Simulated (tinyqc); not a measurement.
Self-heating of a transistor with one or more fingers, with temperature-dependent conductivity: one step, computed by the program tinyqc.

N long parallel fingers lie on the top face of a slab whose bottom is held at T_0; the top is otherwise insulated, and heat flows in two dimensions. P in W/mm is 1000 P in W/m.

Task: Linear temperature rise of each finger. theta_i = (P/(pi kappa_0)) [g_0 + sum over j != i of g(|i - j| s)], with equal powers and constant conductivity; thermal resistance = largest theta/P.

Inputs (values chosen for the exercise, modelled on sapphire): conductivity at the base temperature kappa_0 = 27.4 W/(m K); power per gate width P = 0.34 W/mm; fingers N = 1.

Power: fixed power.

own factor g_0 = 8.899625

Give: theta of each finger; largest theta; thermal resistance.

Result:

theta of each finger (K): 35.15

largest theta = 35.15 K

thermal resistance = 103.4 K mm/W
